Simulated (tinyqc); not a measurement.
# Short-channel transistor, virtual-source model with series resistance: effect of the series resistance of each contact on the on and off currents

The current per gate width is the charge at the top of the source barrier (the virtual source) times its velocity times a saturation function; al and be are fitting constants of the model. Units: I in uA/um, Rs in ohm um, so I Rs = 1e-6 I Rs in volts; Q in uC/cm^2, so I = 1e-4 Q vx0 Fsat with vx0 in cm/s.

Intrinsic voltages Vg' = Vgs - I Rs, Vd' = Vds - 2 I Rs. n = n0 + nd Vd', VT = VT0 - dl Vd', Ff = 1/(1 + exp((Vg' - VT + al Vt/2)/(al Vt))), Q = Cinv n Vt ln(1 + exp((Vg' - VT + al Vt Ff)/(n Vt))), Vdsat = (vx0 L/mu)(1 - Ff) + Vt Ff, Fsat = u/(1 + u^be)^(1/be) with u = Vd'/Vdsat, and I = Q vx0 Fsat per width. I is solved self-consistently. Ion is I at Vgs = Vds = 0.8 V, Ioff at Vgs = 0, Vds = 0.8 V, and Rlin = Vds/I at Vgs = 0.8 V, Vds = 0.05 V.

Parameters, values chosen for the exercise:
```
symbol   value        unit                                                         meaning
T          300           K                                                     temperature
Cinv      1.79     uF/cm^2                                           inversion capacitance
vx0     3.29e7        cm/s                                  velocity at the virtual source
mu         200  cm^2/(V s)                                               apparent mobility
L           25          nm                                                  channel length
VT0      0.365           V                                 threshold at zero drain voltage
dl        0.17         V/V                                  drain-induced barrier lowering
n0        1.16                                                         subthreshold factor
nd         0.1         1/V                                  growth of n with drain voltage
al         3.5              threshold shift (in units of Vt) from weak to strong inversion
be         1.6                                                     sharpness of saturation
```

Constants: q = 1.602176634e-19 C, kB = 1.380649e-23 J/K, Vt = kB T/q. Results are converted to the units shown.

Result of one run:

| Rs (ohm um) | Ion (uA/um) | Ioff (nA/um) | log10(Ion/Ioff) | Rlin (ohm um) |
|---|---|---|---|---|
| 200 | 1063 | 1753 | 2.783 | 565.7 |

What becomes of these results when the series resistance of each contact Rs is changed from 200 to 300 ohm um, all else the same?

Result of the changed run:

| Rs (ohm um) | Ion (uA/um) | Ioff (nA/um) | log10(Ion/Ioff) | Rlin (ohm um) |
|---|---|---|---|---|
| 300 | 818.5 | 1741 | 2.672 | 766.5 |

The whole series:

| Rs (ohm um) | Ion (uA/um) | Ioff (nA/um) | log10(Ion/Ioff) | Rlin (ohm um) |
|---|---|---|---|---|
| 0 | 2795 | 1777 | 3.197 | 160.0 |
| 25 | 2314 | 1774 | 3.116 | 211.7 |
| 50 | 1975 | 1771 | 3.047 | 262.8 |
| 100 | 1531 | 1765 | 2.938 | 364.2 |
| 150 | 1253 | 1759 | 2.853 | 465.1 |
| 200 | 1063 | 1753 | 2.783 | 565.7 |
| 300 | 818.5 | 1741 | 2.672 | 766.5 |
| 400 | 667.7 | 1730 | 2.586 | 967.0 |

As Rs goes from 0 to 400 ohm um, Ion falls from 2800 to 668 uA/um, Ioff falls from 1780 to 1730 nA/um and Rlin rises from 160 to 967 ohm um. Ion changes by a factor of 0.239 and Ioff by 0.974. In every row the off current passes 1 uA/um, so the device is hardly off at Vgs = 0.

tinyqc, about 0.01 s, one thread, Intel Xeon 2.30GHz (shared host): `OMP_NUM_THREADS=1 python tinyqc.py 2380001 2380002 out.jsonl`
